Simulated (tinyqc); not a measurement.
Total mobility: mobility limited by charged threading dislocations. Computed by tinyqc, a small Python program. Command: `OMP_NUM_THREADS=1 python tinyqc.py 3031134 3031135 out.jsonl disl walk`. One thread of a shared host (Intel(R) Xeon(R) Processor @ 2.30GHz), about 0.01 s of CPU time with the checks.

Parallel lines trap electrons, one site every c, and the current flows across them. Donors are taken as fully ionised and statistics as non-degenerate; SI units, mass times m_0.

Inputs (values chosen for the exercise, modelled on germanium on silicon):
```
quantity,value,unit
effective mass m,0.12,m_0
permittivity eps,16,-
site spacing c along the line,4,angstrom
largest filling f_0,0.5,-
acceptor level E_t below the band edge,0.3,eV
dislocation density N_dis,8.5e+08,1/cm^2
donor density N,1.7e+17,1/cm^3
lattice mobility at 300 K,4500,cm^2/(V s)
temperature T,300,K
```

Band: parabolic. Filling of the line: given.

Constants: eps_0 = 8.8541878128e-12 F/m; k_B = 1.380649e-23 J/K; e = 1.602176634e-19 C; hbar = 1.054571817e-34 J s; m_0 = 9.1093837015e-31 kg.

Method:
- The filling is f = f_0; Read radius R = sqrt(f/(pi c N)). Free electrons n = N - f N_dis/c; screening length lambda = sqrt(eps eps_0 k_B T/(e^2 n)).
- tau(k) = hbar^3 (eps eps_0)^2 c^2 (1 + 4 lambda^2 k^2)^(3/2)/(N_dis m e^4 f^2 lambda^4), k the wave number across the lines; mu_dis = (e/m) int x tau exp(-x) dx with x = hbar^2 k^2/(2 m k_B T), 160 Gauss-Legendre points in sqrt(x) from 0 to sqrt(32). Closed form for lambda k >> 1: mu = 30 sqrt(2 pi) (eps eps_0)^2 c^2 (k_B T)^(3/2)/(N_dis e^3 f^2 lambda sqrt(m)).
- Other processes: Brooks-Herring mobility of a classical gas, mu_I = 128 sqrt(2 pi) (eps eps_0)^2 (k_B T)^(3/2)/(N e^3 sqrt(m) [ln(1 + b) - b/(1 + b)]), b = 24 m k_B T lambda^2/hbar^2; lattice mobility times (T/300 K)^(-2); Matthiessen's rule.

screening length lambda = 11.9761 nm

dislocation mobility = 18840.7 cm^2/(V s)

free electrons n = 1.59375e+17 1/cm^3

impurity mobility = 18766 cm^2/(V s)

lattice mobility = 4500 cm^2/(V s)

total mobility = 3043.3 cm^2/(V s)

resistivity = 0.012868 ohm cm

What does the comparison show, and why?

Dislocations hold 16 % of 1/mu, impurities 16 % and the lattice 68 %. Dislocation and lattice-plus-impurity scattering would be equal at N_dis = 4.4e9 per cm^2 if n and f stayed as they are. Caution: the potential of a line filled this far exceeds the acceptor depth E_t = 0.3 eV, so its own charge would keep f lower. Caution: the Read radius sqrt(f/(pi c N)) exceeds three screening lengths: the line potential is not weak, and the Born approximation overstates the scattering, possibly several times.

Extremes, crossings and ranges named in words are read from the listed rows.
